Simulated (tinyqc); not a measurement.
Alloy A(1-x)B(x) by interpolation with bowing: sweeps and comparisons. A value that a table varies takes the place of the one given here.

Each gap follows E(x) = (1 - x) E_A + x E_B - C x (1 - x); the lattice constant follows Vegard, a(x) = (1 - x) a_A + x a_B.

Mass at Gamma from the Kane formula 1/m = F + Ep (Eg + 2 Dso/3)/(Eg (Eg + Dso)). F is fixed by the masses of A and B and interpolated linearly, as is Ep; Eg and Dso carry their bowing.

Constants: hc = 1239.841984 eV nm.

Parameters, chosen for this exercise (A near InSb, B near InAs; the results hold for these values, not for the real material): a = (6.475, 6.058) angstrom (lattice constant of A, B); Eg = (0.235, 0.416) eV (gap at Gamma to the s-like level of A, B); EgX = (0.624, 1.418) eV (gap to the lowest valley along Gamma-X of A, B); EgL = (0.921, 1.122) eV (gap to L of A, B); C = (0.669, 0.655, 0.582) eV (bowing of the Gamma, X and L gaps); Dso = (0.817, 0.393) eV (spin-orbit splitting of A, B); Ep = (23.6, 21.6) eV (Kane energy of A, B); me = (0.0136, 0.0258) m0 (electron mass at Gamma of A, B); Cs = 1.43 eV (bowing of Dso); x = 0.41 (fraction of B).

## Gaps across the alloy

Eleven compositions.

Gaps (eV):
```
x    a (angstrom)  Gamma      X      L  lowest  wavelength (nm)
0.0        6.4750  0.235  0.624  0.921   Gamma             5276
0.1        6.4333  0.193  0.644  0.889   Gamma             6428
0.2        6.3916  0.164  0.678  0.868   Gamma             7553
0.3        6.3499  0.149  0.725  0.859   Gamma             8332
0.4        6.3082  0.147  0.784  0.862   Gamma             8443
0.5        6.2665  0.158  0.857  0.876   Gamma             7835
0.6        6.2248  0.183  0.943  0.902   Gamma             6774
0.7        6.1831  0.221  1.042  0.939   Gamma             5605
0.8        6.1414  0.273  1.154  0.989   Gamma             4546
0.9        6.0997  0.338  1.280  1.050   Gamma             3672
1.0        6.0580  0.416  1.418  1.122   Gamma             2980
```

The lowest valley is Gamma at every x. The Gamma gap has a minimum inside the range, 0.146 eV at x = (C - (E_B - E_A))/(2C) = 0.365, since the bowing exceeds the difference of the end gaps.

## Three ways to interpolate a mass

Linear in m, linear in 1/m, and the Kane formula.

Masses (m0):
```
x      Eg (eV)  linear in m  linear in 1/m    Kane  Kane m/Eg (1/eV)
0.000    0.235       0.0136         0.0136  0.0136            0.0579
0.125    0.184       0.0151         0.0145  0.0108            0.0584
0.250    0.155       0.0167         0.0154  0.0091            0.0585
0.375    0.146       0.0182         0.0165  0.0085            0.0579
0.500    0.158       0.0197         0.0178  0.0090            0.0570
0.625    0.191       0.0212         0.0193  0.0108            0.0563
0.750    0.245       0.0227         0.0211  0.0139            0.0568
0.875    0.320       0.0243         0.0232  0.0188            0.0587
1.000    0.416       0.0258         0.0258  0.0258            0.0620
```

At x = 0.5 the three give 0.0197, 0.0178 and 0.0090; judged by the largest distance, the Kane value is closer to the interpolation in 1/m (largest distances 0.0107 m0 from the rule in m, 0.0088 m0 from the rule in 1/m), and it dips below both end values, following the bowed gap, which neither rule can do. The ratio m/Eg varies by a factor of 1.10 while the gap varies by 2.85; a constant ratio is the two-band rule m = Eg/Ep at fixed Ep.

## What each parameter does

Gaps at x and the Kane mass. Each row changes one parameter from the base and keeps the others.

Results:
```
case                          Gamma (eV)  X (eV)  L (eV)  mass (m0)
base                              0.1474  0.7911  0.8626     0.0085
x = 0.37                          0.1460  0.7651  0.8597     0.0085
C = (0.769, 0.755, 0.682) eV      0.1232  0.7669  0.8384     0.0072
Eg = (0.247, 0.416) eV            0.1545  0.7911  0.8626     0.0087
EgX = (0.624, 1.347) eV           0.1474  0.7620  0.8626     0.0085
EgL = (0.875, 1.122) eV           0.1474  0.7911  0.8355     0.0085
Ep = (26, 23.8) eV                0.1474  0.7911  0.8626     0.0081
Cs = 1.48 eV                      0.1474  0.7911  0.8626     0.0085
```

The largest shifts from the base row, up to three for each result and ties (the steps differ in size, so this ranks the rows, not the parameters). Gamma (eV): C -0.0242, Eg +0.0071, x -0.0014; unchanged at the printed digits by EgX, EgL, Ep and Cs. X (eV): EgX -0.0291, x -0.0260, C -0.0242; unchanged at the printed digits by Eg, EgL, Ep and Cs. L (eV): EgL -0.0271, C -0.0242, x -0.0029; unchanged at the printed digits by Eg, EgX, Ep and Cs. mass (m0): C -0.0013, Ep -0.0004, Eg +0.0002; unchanged at the printed digits by x, EgX, EgL and Cs.

Computed by tinyqc, a small Python program: `OMP_NUM_THREADS=1 python tinyqc.py 1050095 1050096 out.jsonl` (the numbers bound the seed that draws the inputs); one thread of a shared host (Intel(R) Xeon(R) Processor @ 2.30GHz), about 0.01 s for the whole set of steps.
